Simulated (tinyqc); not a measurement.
A double barrier with mass mismatch, transfer matrices: one step of the calculation.

One electron of energy E comes from the left lead (band edge 0); no transverse momentum. Parabolic bands, masses in units of m0, C = hbar^2/(2 m0); psi and psi'/m are continuous at every interface. Barrier d1, well Lw, barrier d2; the right lead equals the left one.

Question. Transmission and reflection. The matrix M carries (psi, psi'/m) across the stack, and v = k/m in each lead. psi = 1 + r at the left edge (incident amplitude 1) and t at the right edge. With det M = 1, a = i vR M11 - M21 and b = -vL vR M12 - i vL M22: t = 2 i vL/(a - b), r = -(a + b)/(a - b), T(E) = (vR/vL) |t|^2, R(E) = |r|^2.

M:
```
,1,2
1,-4.4834411,-0.42544296
2,-44.897309,-4.4834411
```

vL = 14.290320 1/nm
vR = 14.290320 1/nm

Find: t; r; T(E); R(E).

Answer.

t = -0.20142-0.06599i
r = 0.30428-0.92870i
T(E) = 0.044925
R(E) = 0.95507

T(E) + R(E) = 1: the current is conserved.

Range of the model: Masses are held fixed, although real bands cease to be parabolic a few tenths of an eV from their edges (inside a barrier too).

Numbers from tinyqc (`OMP_NUM_THREADS=1 python tinyqc.py 2560126 2560127 out.jsonl`; about 0.1 s on one thread of a shared Intel Xeon 2.30GHz).
